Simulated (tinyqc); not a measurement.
Longitudinal sound in a periodic multilayer: transfer matrices, stop bands and folded phonons: one step, computed by the program tinyqc. Command: `OMP_NUM_THREADS=1 python tinyqc.py 3001280 3001281 out.jsonl multilayer walk`. One thread of a shared host (Intel(R) Xeon(R) Processor @ 2.30GHz), about 0.01 s of CPU time with the checks.

Layers 1 and 2 repeat with period d = d_1 + d_2; waves travel normal to the layers, without loss. State vector (u, s): displacement u and stress divided by omega. Impedances Z = rho v are in 1e6 kg/(m^2 s).

Problem. Impedances, mean velocity and Bragg frequency. Z = rho v; interface reflection r = (Z_2 - Z_1)/(Z_2 + Z_1) (stress amplitude, from 1 into 2); Bragg frequency f_B = 1/[2 (d_1/v_1 + d_2/v_2)]; long-wave velocity v_eff = d/sqrt[(d_1/v_1)^2 + (d_2/v_2)^2 + (Z_1/Z_2 + Z_2/Z_1)(d_1/v_1)(d_2/v_2)].

Inputs (values chosen for the exercise, modelled on gallium arsenide (layer 1), aluminium arsenide (layer 2) and gallium arsenide (substrate)):
```
quantity            value    unit
density rho_1         5.3  g/cm^3
velocity v_1         4650     m/s
thickness d_1         3.4      nm
density rho_2        3.72  g/cm^3
velocity v_2         5550     m/s
thickness d_2        4.05      nm
substrate density    5.23  g/cm^3
substrate velocity   4750     m/s
```

Give: Z_1; Z_2; Z of the substrate; interface reflection r; Bragg frequency f_B; long-wave velocity v_eff.

Solution.

Z_1 = 24.645

Z_2 = 20.646

Z of the substrate = 24.8425

interface reflection r = -0.08830

Bragg frequency f_B = 342.3 GHz

long-wave velocity v_eff = 5080 m/s

Caution: at these frequencies damping, strong in glasses, and rough interfaces, both left out here, can weaken the stop bands; layers only a few atoms thick are also beyond continuum acoustics.
